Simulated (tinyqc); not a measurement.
Schottky barrier on an n-type semiconductor, non-linear Poisson equation by Newton steps: course of the Newton iteration.

One dimension, metal at x = 0, donor density C(x) = Nd, uniform. Energies are counted from the electron Fermi level of the semiconductor and the conduction-band edge is Ec = -psi, so n = Nc exp(psi/Vt); holes follow the Fermi level of the metal, at -V, so p = Nv exp((V - psi - Eg)/Vt). Ends: psi(0) = V - phiB and psi = Vt ln(Nd/Nc) deep inside. Boltzmann statistics, full ionisation, no current, no image force in the Poisson equation.

a_i = eps0 eps_r/h_i for the interval from node i to i + 1, with h_i = x_(i+1) - x_i in cm.

Start: A straight line in x from psi_0 = V - phiB to psi_b = Vt ln(Nd/Nc).

n_i = Nc exp(psi_i/Vt), p_i = Nv exp((V - psi_i - Eg)/Vt), rho_i = p_i - n_i + C_i, g_i = (n_i + p_i)/Vt. Box widths w_i = (h_(i-1) + h_i)/2 in cm. Residual F_i = a_i (psi_(i+1) - psi_i) - a_(i-1) (psi_i - psi_(i-1)) + q rho_i w_i; Jacobian: a_(i-1) and a_i beside the diagonal, b_i = -a_(i-1) - a_i - q g_i w_i on it. The two end nodes are fixed.

Solve the tridiagonal system a_(i-1) d_(i-1) + b_i d_i + a_i d_(i+1) = -F_i for nodes 1 to 9, with d = 0 on fixed nodes. If the largest |d| exceeds 4 Vt, the whole step is scaled down so that it equals 4 Vt.

Stop when the largest undamped |d| is below 1e-9 V, or after 80 iterations.

Values chosen for this exercise; band and dielectric values those of a made-up semiconductor: temperature T = 293 K; band gap Eg = 1.86 eV; relative permittivity eps_r = 11.9; conduction-band density of states at T Nc = 2.07e19 cm^-3; valence-band density of states at T Nv = 1.62e19 cm^-3; donor density deep in the semiconductor Nd = 8.3e15 cm^-3; barrier height phiB = 1.02 eV; bias of the metal against the semiconductor V = 0 V.

Constants: q = 1.602176634e-19 C, kB = 1.380649e-23 J/K, Vt = kB T/q, eps0 = 8.8541878128e-14 F/cm where lengths are in cm. Results are converted to the units shown.

| node | x (nm) | donor density C (cm^-3) |
|---|---|---|
| 0 | 0 | 8.3e15 |
| 1 | 25 | 8.3e15 |
| 2 | 56.6 | 8.3e15 |
| 3 | 96.5 | 8.3e15 |
| 4 | 147 | 8.3e15 |
| 5 | 211 | 8.3e15 |
| 6 | 291 | 8.3e15 |
| 7 | 393 | 8.3e15 |
| 8 | 522 | 8.3e15 |
| 9 | 685 | 8.3e15 |
| 10 | 891 | 8.3e15 |

Course of the iteration:

| iteration | largest \|F\| (C/cm^2) | largest \|d\| (V) | at node |
|---|---|---|---|
| 1 | 2.45e-8 | 1.23 | 7 |
| 2 | 2.23e-8 | 1.07 | 7 |
| 3 | 1.78e-8 | 0.719 | 7 |
| 4 | 1.23e-8 | 0.417 | 6 |
| 5 | 7.23e-9 | 0.196 | 5 |
| 6 | 6.72e-9 | 0.0543 | 5 |
| 7 | 1.03e-9 | 4.86e-3 | 6 |
| 8 | 4.24e-11 | 2.17e-4 | 6 |
| 9 | 7.43e-14 | 3.87e-7 | 6 |
| 10 | 2.34e-19 | 1.23e-12 | 6 |

Did this iteration meet its convergence test, and what does its course show?

Yes. Converged in 10 iterations. Once the step is below 0.1 Vt, 2 more iteration(s) reach the threshold: near the solution the error is roughly squared each time.

Numbers from tinyqc (`OMP_NUM_THREADS=1 python tinyqc.py 2020105 2020106 out.jsonl`; about 0.05 s on one thread of a shared Intel Xeon 2.30GHz).
